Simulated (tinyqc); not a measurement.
Two-band model of a narrow-gap semiconductor with electrons and holes. From one set of inputs to another, one input at a time. Computed by tinyqc, a small Python program. Command: `OMP_NUM_THREADS=1 python tinyqc.py 3003872 3003873 out.jsonl bipolar ladder`. One thread of a shared host (Intel(R) Xeon(R) Processor @ 2.30GHz), about 0.2 s of CPU time with the checks.

Two parabolic bands with acoustic scattering (r = -1/2, a = 0), a gap that does not change with T, and fully ionised dopants. Melting is ignored, so values above the melting point are formal, and kappa_L does not change with T. eta_n = (E_F - E_c)/(k_B T), eta_p = -eta_n - E_g/(k_B T).

The inputs printed are set A. Set A is modelled on PbTe; the values taken over come from a set modelled on Mg2Si. Inputs not listed in the table keep their values of set A, so the rows need not describe a real material.

Inputs (values chosen for the exercise, modelled on PbTe):

| quantity | value | unit |
|---|---|---|
| electron mass m_n | 0.26 | m_0 |
| hole mass m_p | 0.31 | m_0 |
| electron mobility parameter mu_300,n | 1200 | cm^2/(V s) |
| hole mobility parameter mu_300,p | 730 | cm^2/(V s) |
| temperature exponent p | 1.5 | - |
| band gap E_g | 0.32 | eV |
| net doping N | 2.5e+17 | 1/cm^3 |
| lattice thermal conductivity kappa_L | 0.93 | W/(m K) |
| temperature T | 300 | K |

Doping: p-type.

Constants: k_B = 8.617333262e-05 eV/K; m_0 = 9.1093837015e-31 kg; k_B = 1.380649e-23 J/K; hbar = 1.054571817e-34 J s; e = 1.602176634e-19 C.

Method:
- With x = E/(k_B T), a = alpha k_B T (0 for a parabolic band), G = x (1 + a x), D = 1 + 2 a x and <y> = int y f (1 - f) dx, f = 1/(1 + exp(x - eta)): tau = tau_0 G^r/D; transport function s = G^(3/2 + r)/D^2; n = N_0 <G^(3/2)> with N_0 = (2 m k_B T)^(3/2)/(3 pi^2 hbar^3).
- Integrals over x = E/(k_B T) use 160 Gauss-Legendre points in u = sqrt(x) from 0 to sqrt(max(eta, 0) + 32).
- Neutrality: p - n = N, with n = N_0(m_n) <x^(3/2)> at eta_n and p = N_0(m_p) <x^(3/2)> at eta_p.
- sigma = e mu_0 N_0 <s> with mu_0 = e tau_0/m = mu_300 (T/300 K)^(-p); |S| = (k_B/e)(<x s>/<s> - eta); Lorenz number L = (k_B/e)^2 (<x^2 s>/<s> - (<x s>/<s>)^2); kappa_e = L sigma T; zT = S^2 sigma T/(kappa_L + kappa_e).
- Hall factor r_H = <x^(3/2)> <x^(1/2)>/<s>^2.
- Both bands together (these totals replace the one-band zT): sigma = sigma_n + sigma_p; S = (sigma_p |S_p| - sigma_n |S_n|)/sigma; kappa_bip = (sigma_n sigma_p/sigma)(|S_n| + |S_p|)^2 T; kappa_e = (L_n sigma_n + L_p sigma_p) T; zT = S^2 sigma T/(kappa_L + kappa_e + kappa_bip); weak-field R_H = (r_p sigma_p^2/p - r_n sigma_n^2/n)/(e sigma^2), where the Hall factors r_n and r_p are <x^(3/2)> <x^(1/2)>/<s>^2.

Each row keeps all changes above it:

| input moved | from | to | conductivity sigma (S/cm) | zT | kappa_e (W/(m K)) |
|---|---|---|---|---|---|
| set A | - | - | 21.9 | 0.1209 | 0.0098 |
| lattice thermal conductivity kappa_L (W/(m K)) | 0.93 | 3.7 | 21.9 | 0.0307 | 0.0098 |
| hole mass m_p (m_0) | 0.31 | 1.5 | 22.6 | 0.0649 | 0.0101 |
| temperature T (K) | 300 | 410 | 31.4 | 0.0174 | 0.0192 |
| electron mobility parameter mu_300,n (cm^2/(V s)) | 1200 | 290 | 23.1 | 0.0615 | 0.0141 |
| electron mass m_n (m_0) | 0.26 | 0.88 | 46.1 | 0.0572 | 0.0281 |
| net doping N (1/cm^3) | 2.5e+17 | 3.4e+18 | 192.1 | 0.3651 | 0.1177 |
| band gap E_g (eV) | 0.32 | 0.67 | 186.0 | 0.3835 | 0.1139 |

Which inputs carry the difference?

Conductivity sigma goes from 21.9 to 186, a factor 8.51 in all. The largest single move comes from net doping N (a factor 4.17), and electron mobility parameter mu_300,n works against it (a factor 0.735). zT goes from 0.121 to 0.383, a factor 3.17 in all. The largest single move comes from net doping N (a factor 6.38), and lattice thermal conductivity kappa_L works against it (a factor 0.254). kappa_e goes from 0.00981 to 0.114, a factor 11.6 in all. The largest single move comes from net doping N (a factor 4.19), and electron mobility parameter mu_300,n works against it (a factor 0.735). The single moves hold for this order of the switches; the total does not depend on the order.

Extremes, crossings and ranges named in words are read from the listed rows.
